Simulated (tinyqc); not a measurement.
What moves the results: phonon-assisted absorption at an indirect gap. A value that a table varies takes the place of the one given here.

alpha(E) = sum_j A_j [N_j (E - Eg + w_j)^2 + (N_j + 1)(E - Eg - w_j)^2], each bracket counted only where its base is positive; N_j = 1/(exp(w_j/kB T) - 1). The first term absorbs a phonon and the second emits one; excitons and direct transitions are left out.

Photodiode (Gaertner form with a dead layer): QE = (1 - R) exp(-alpha xj) [1 - exp(-alpha W)/(1 + alpha L)], R = ((nr - 1)/(nr + 1))^2; responsivity = QE/E in A/W for E in eV.

Constants: kB = 8.617333262e-05 eV/K.

Parameters, chosen for this exercise (loosely those of Si at room temperature; Eg is not tied to T; not measured data):
- Eg = 1.139 eV (indirect gap, held fixed unless listed)
- w = (58.4, 17.3) meV (two zone-edge phonons)
- A = (2400, 360) 1/(cm eV^2) (their strengths)
- T = 400 K
- nr = 3.55 (refractive index)
- xj = 0.72 micrometre (dead layer at the surface)
- W = 10 micrometre (depleted width)
- L = 7.5 micrometre (minority diffusion length below it)
- E = 1.635 eV (photon energy)

## The square root of alpha at three temperatures

The gap is held fixed, so only the phonon occupations change.

sqrt(alpha) (1/cm^(1/2)):

| E - Eg (eV) | 77 K | 150 K | 300 K |
|---|---|---|---|
| -0.04 | 0.011 | 0.095 | 0.308 |
| -0.02 | 0.023 | 0.198 | 0.642 |
| 0.00 | 0.099 | 0.359 | 1.033 |
| 0.02 | 0.212 | 0.587 | 1.501 |
| 0.04 | 0.546 | 0.963 | 2.081 |
| 0.07 | 1.275 | 1.759 | 3.147 |
| 0.10 | 2.686 | 3.156 | 4.681 |
| 0.15 | 5.273 | 5.804 | 7.630 |
| 0.20 | 7.904 | 8.529 | 10.719 |
| 0.30 | 13.195 | 14.033 | 17.012 |
| 0.45 | 21.147 | 22.322 | 26.533 |
| 0.60 | 29.106 | 30.622 | 36.083 |

What can be read from the table?

Below the gap only phonon absorption acts: at E - Eg = -0.02 eV sqrt(alpha) is 0.023, 0.198 and 0.642 at 77, 150 and 300 K. A straight line through the last two rows meets the axis at E - Eg = +0.0514, +0.0466 and +0.0333 eV: the intercept is roughly a weighted mean of the thresholds, not the gap, and it moves from the emission side towards Eg as the occupations grow. At the last row alpha grows by a factor 1.54 from the lowest to the highest temperature at fixed gap.

## Spectral response

Response:

| E (eV) | wavelength (nm) | alpha (1/cm) | 1/alpha (micrometre) | dead layer | collected | QE | A/W |
|---|---|---|---|---|---|---|---|
| 1.16 | 1069 | 4.23 | 2.36e+03 | 1.000 | 0.007 | 0.005 | 0.004 |
| 1.20 | 1033 | 12.8 | 778 | 0.999 | 0.022 | 0.015 | 0.013 |
| 1.26 | 984 | 49.3 | 203 | 0.996 | 0.082 | 0.056 | 0.044 |
| 1.34 | 925 | 153 | 65.3 | 0.989 | 0.231 | 0.156 | 0.117 |
| 1.44 | 861 | 372 | 26.9 | 0.974 | 0.461 | 0.308 | 0.214 |
| 1.59 | 780 | 886 | 11.3 | 0.938 | 0.752 | 0.484 | 0.304 |
| 1.79 | 693 | 1.92e+03 | 5.22 | 0.871 | 0.940 | 0.561 | 0.314 |
| 2.04 | 608 | 3.76e+03 | 2.66 | 0.763 | 0.994 | 0.520 | 0.255 |
| 2.34 | 530 | 6.79e+03 | 1.47 | 0.613 | 1.000 | 0.420 | 0.180 |
| 2.74 | 452 | 1.22e+04 | 0.818 | 0.415 | 1.000 | 0.285 | 0.104 |

What can be read from the table?

QE is highest, 0.561, at 1.79 eV of those listed and the responsivity at 1.79 eV; reflection alone caps QE at 0.686. Near the gap weak absorption limits it (collected share 0.007); at the top the dead layer passes 0.415. Far above the gap the quadratic law and a constant index are only rough.

## What moves the response

At the energy E. Each row changes one parameter from the base and keeps the others.

Results:

| case | alpha (1/cm) | QE |
|---|---|---|
| base | 1084 | 0.5160 |
| Eg = 1.119 eV | 1178 | 0.5271 |
| T = 450 K | 1199 | 0.5293 |
| W = 20 micrometre | 1084 | 0.5944 |
| L = 3.75 micrometre | 1084 | 0.4818 |
| xj = 1.44 micrometre | 1084 | 0.4773 |
| nr = 3.73 | 1084 | 0.5017 |

What does this show?

The largest shifts from the base row, up to three for each result and ties (the steps differ in size, so this ranks the rows, not the parameters). alpha (1/cm): T +115, Eg +94.2; unchanged at the printed digits by W, L, xj and nr. QE: W +0.0784, xj -0.0387, L -0.0342.

Program tinyqc; command `OMP_NUM_THREADS=1 python tinyqc.py 1680424 1680425 out.jsonl`; about 0.01 s on one thread of a shared Intel(R) Xeon(R) Processor @ 2.30GHz.
